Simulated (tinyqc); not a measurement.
G0W0 on RHF in the sto-6g basis, for H2, spin multiplicity 1, step by step. Computed by tinyqc, a small Python program that keeps every step (integrals from PySCF). Settings: charge = 0, multiplicity = 1, basis = sto-6g, method = RHF, energy threshold = 1e-10, iteration cap = 80, orthogonalisation = symmetric, start = atomic densities, DIIS depth = 6. Command: `OMP_NUM_THREADS=1 python tinyqc.py 25569 25570 out.jsonl` (the two numbers bound the seeds that draw the settings). One thread of a shared host (Intel(R) Xeon(R) Processor @ 2.60GHz), about 0.04 s of CPU time with the checks. The early iterations of the SCF are left out here.

## One-electron integrals

Geometry (angstrom):
```
atom        x        y        z
H     0.00000  0.00000  0.00000
H     0.00000  0.00000  0.68500
```

Basis sto-6g: exponents (1/bohr^2) and contraction coefficients of normalised primitives:
```
element  l (shell)  exponent  coefficient
H            s (1)  35.52322      0.00916
H            s (1)   6.51314      0.04936
H            s (1)   1.82214      0.16854
H            s (1)   0.62596      0.37056
H            s (1)   0.24308      0.41649
H            s (1)   0.10011      0.13033
```

Overlap, kinetic and nuclear-attraction integrals over the contracted functions; the nuclear repulsion is the sum of Za Zb / Rab.

nuclear repulsion = 0.7725215 hartree

overlap S, order 1H 1s, 2H 1s:
```
[[1.00000, 0.69578],
 [0.69578, 1.00000]]
```

kinetic energy T (hartree), order 1H 1s, 2H 1s:
```
[[0.76852, 0.26963],
 [0.26963, 0.76852]]
```

nuclear attraction V (hartree), order 1H 1s, 2H 1s:
```
[[-1.93088, -1.29759],
 [-1.29759, -1.93088]]
```

core Hamiltonian H = T + V (hartree), order 1H 1s, 2H 1s:
```
[[-1.16236, -1.02796],
 [-1.02796, -1.16236]]
```

## Two-electron integrals

Functions are numbered as in S; the eight-fold symmetry (ij|kl) = (ji|kl) = (kl|ij) leaves the list below.

Two-electron integrals (ij|kl) in chemists' order, unique and non-zero (hartree):
```
(11|11) 0.77500   (21|11) 0.47620   (21|21) 0.33516   (22|11) 0.59085
(22|21) 0.47620   (22|22) 0.77500
```

## Orthogonalisation

S = U s U^T; symmetric (Loewdin) form X = U s^(-1/2) U^T, so that X^T S X = 1.

eigenvalues of S: [0.30422, 1.69578]

X, order 1H 1s, 2H 1s:
```
[[1.29047, -0.52255],
 [-0.52255, 1.29047]]
```

## Iteration 3 (converged): orbitals

converged F (hartree), order 1H 1s, 2H 1s:
```
[[-0.40343, -0.62489],
 [-0.62489, -0.40343]]
```

Diagonalise F' = X^T F X, C = X C', fill 1 alpha and 1 beta electrons from the bottom; D = 2 C_occ C_occ^T. Each column has its largest component positive (the first on a tie).

F' = X^T F X (hartree):
```
[[0.06078, -0.66718],
 [-0.66718, 0.06078]]
```

orbital energies (hartree): [-0.60640, 0.72796]

coefficients C, order 1H 1s, 2H 1s:
```
[[0.54300, 1.28200],
 [0.54300, -1.28200]]
```

D after iteration 3, order 1H 1s, 2H 1s:
```
[[0.58970, 0.58970],
 [0.58970, 0.58970]]
```

## Convergence

Stop when the energy changes by less than 1e-10 hartree and every element of the error matrix X^T (F D S - S D F) X is below 3e-06.

Course of the cycle:
```
iteration  E (hartree)     change  largest element of the error matrix
1           -0.8019523          -                             3.09e-16
2           -1.1255124  -3.24e-01                             4.59e-16
3           -1.1255124    0.00000                             3.09e-16
```

PySCF RHF in the same basis = -1.1255124 hartree

Converged in 3 iterations.

## Integrals over molecular orbitals

(pq|rs) = sum C_ip C_jq C_kr C_ls (ij|kl), one index at a time.

one-electron integrals over orbitals h = C^T H C (hartree):
```
[[-1.29163, 0.00000],
 [0.00000, -0.44176]]
```

Two-electron integrals over orbitals (pq|rs), unique and non-zero (hartree):
```
(11|11) 0.68523   (21|21) 0.17847   (22|11) 0.67410   (22|22) 0.70975
```

## Screening: direct RPA

With D = e_a - e_i and K = (ia|jb): diagonalise D^(1/2) (D + 4K) D^(1/2) = Z w^2 Z^T; X + Y = D^(1/2) Z w^(-1/2), each column of Z with its largest component positive (the first on a tie); E_c = (sum w - tr (D + 2K)) / 2.

D^(1/2) (D + 4K) D^(1/2) (hartree^2), order 1>2:
```
[[2.73312]]
```

excitation energies w (hartree): [1.65322]

X + Y, order 1>2:
```
[[0.89841]]
```

RPA correlation energy = -0.0190474 hartree

## G0W0 on Hartree-Fock: HOMO

W(p,q,m) = sqrt2 sum_ia (pq|ia) (X+Y)_ia,m; Sigma_c(x) = sum_(i,m) W^2/(x - e_i + w_m) + sum_(a,m) W^2/(x - e_a - w_m); solve x = e_p + Sigma_c(x) by Newton steps; Z = 1/(1 - dSigma/dx); 1 hartree = 27.211386 eV.

The 12 largest terms at x = e_p (hartree; W for the signs of X + Y given):
```
q  m        W      term
2  1  0.22676  -0.01721
```

Newton steps (hartree):
```
step         x  Sigma_c(x)        Z
0     -0.60640    -0.01721  0.99427
1     -0.62351    -0.01711  0.99434
2     -0.62351    -0.01711  0.99434
```

quasiparticle energy of the HOMO = -16.96668 eV

Hartree-Fock value = -16.50103 eV

## G0W0 on Hartree-Fock: LUMO

As before.

The 12 largest terms at x = e_p (hartree; W for the signs of X + Y given):
```
q  m        W     term
1  1  0.22676  0.01721
```

Newton steps (hartree):
```
step        x  Sigma_c(x)        Z
0     0.72796     0.01721  0.99427
1     0.74508     0.01711  0.99434
2     0.74508     0.01711  0.99434
```

quasiparticle energy of the LUMO = 20.27459 eV

Hartree-Fock value = 19.80893 eV
